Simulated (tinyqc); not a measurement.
Electron mobility in a silicon inversion layer, empirical terms and Matthiessen rule: two steps of the calculation.

Inversion layer of sheet density Ns on a uniformly doped body, under a high-permittivity gate with an interlayer. The mobility terms are empirical power laws with prefactors chosen for the exercise; adding their inverses (Matthiessen) is itself an approximation.

Values chosen for this exercise; material values close to those of silicon: temperature T = 300 K; relative permittivity of the semiconductor eps_r = 11.7; body doping Nb = 5.9e16 cm^-3; weight of the inversion charge in the effective field eta = 0.5; phonon-limited mobility at 1 MV/cm and 300 K Ap = 452 cm^2/(V s); roughness-limited mobility at 1 MV/cm As = 978 cm^2/(V s); exponent of the roughness term gs = 2; Coulomb prefactor Ac = 3400 cm^2/(V s); charge at the interface Nit = 4.6e11 cm^-2; remote-phonon mobility without interlayer Ar = 340 cm^2/(V s); interlayer thickness ti = 1.4 nm; decay length of remote phonons lr = 0.8 nm; inversion density Ns = 9.8e11 cm^-2; ratio W/L WL = 1; drain voltage Vd = 0.05 V; measured linear current I = 2.52 uA.

Constants: q = 1.602176634e-19 C, eps0 = 8.8541878128e-14 F/cm where lengths are in cm. Results are converted to the units shown.

Task 1. Mobility terms and their sum. With t = T/(300 K): muC = Ac (Ns/1e12 cm^-2) t/(Nb/1e17 cm^-3 + Nit/1e11 cm^-2), muP = Ap E^(-1/3) t^(-1.75), muS = As E^(-gs), muR = Ar exp(2 ti/lr)/t; 1/mu is the sum of the inverses.

E = 0.25667369 MV/cm

Wanted: terms; mu; shares of 1/mu.

Result 1.

terms (cm^2/(V s)): Coulomb 642.0, phonon 711.2, roughness 1.484e4, remote phonon 1.126e4
mu = 320.5 cm^2/(V s)
shares of 1/mu (%): Coulomb 49.93, phonon 45.07, roughness 2.159, remote phonon 2.847

The Coulomb term limits most.

Task 2. Inversion density for the measured current. I = (W/L) q Ns mu Vd. E = q (Ndep + eta Ns)/(eps0 eps_r) in MV/cm. Ns(new) = I/((W/L) q mu Vd).

Ns at the start = 1.5e12 cm^-2
Ndep = 1.1696081e12 cm^-2

Find: E; mu; Ns after iteration 1.

Result 2.

E = 0.29689 MV/cm
mu = 374.18 cm^2/(V s)
Ns after iteration 1 = 8.4069e11 cm^-2

Computed by the program tinyqc: `OMP_NUM_THREADS=1 python tinyqc.py 2510043 2510044 out.jsonl`, one thread of a shared Intel Xeon 2.30GHz, about 0.01 s for the whole run.
